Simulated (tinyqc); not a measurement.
What moves the results of Methfessel-Paxton (first order) smearing: smearing for a one-band metal on the fcc lattice.

Lattice vectors (units of a): a1 = (0, 1/2, 1/2), a2 = (1/2, 0, 1/2), a3 = (1/2, 1/2, 0). E(k) = -t A_1(k) - t2 A_2(k), A_m the sum of cos(k . R) over the 12 nearest and 6 second lattice vectors. Mesh k = sum (j_i/N) b_i, j_i = 0 .. N-1.

With x = (E_k - mu)/sigma: Methfessel-Paxton (first order) f = erfc(x)/2 - x exp(-x^2)/(2 sqrt(pi)), s = (1 - 2 x^2) exp(-x^2)/(4 sqrt(pi)). With weights w = points/N^d (d the dimension), mu solves 2 sum w f = ne; E = 2 sum w f E_k, S = 2 sum w s, F = E - sigma S.

Inputs chosen for the exercise: t = 1.46 eV (nearest hopping); t2 = -0.17 eV (second hopping); ne = 1.53 (electrons per cell); N = 4 (unshifted mesh); sigma = 0.146 eV (width).

All sums formed anew.

Results for these values:
```
case  mu (eV)   E (eV)       S   F (eV)
base   2.9651  -2.3530  0.0778  -2.3644
```

What happens to each result for t2 = -0.024 eV, all else kept?

Answer: mu does not change at the printed digits; E rises from -2.3530 to -2.2161; S does not change at the printed digits; F rises from -2.3644 to -2.2275.

The same for each parameter in turn:
```
case              mu (eV)   E (eV)       S   F (eV)
base               2.9651  -2.3530  0.0778  -2.3644
N = 8              4.1053  -2.5588  0.0122  -2.5606
sigma = 0.292 eV   3.0103  -2.3530  0.0778  -2.3757
ne = 1.63          2.9961  -2.0610  0.0368  -2.0664
t2 = -0.024 eV     2.9651  -2.2161  0.0778  -2.2275
t = 1.606 eV       3.2571  -2.5724  0.0778  -2.5837
```

tinyqc: `OMP_NUM_THREADS=1 python tinyqc.py 1681587 1681588 out.jsonl`; about 0.3 s, one thread, shared Intel(R) Xeon(R) Processor @ 2.30GHz.
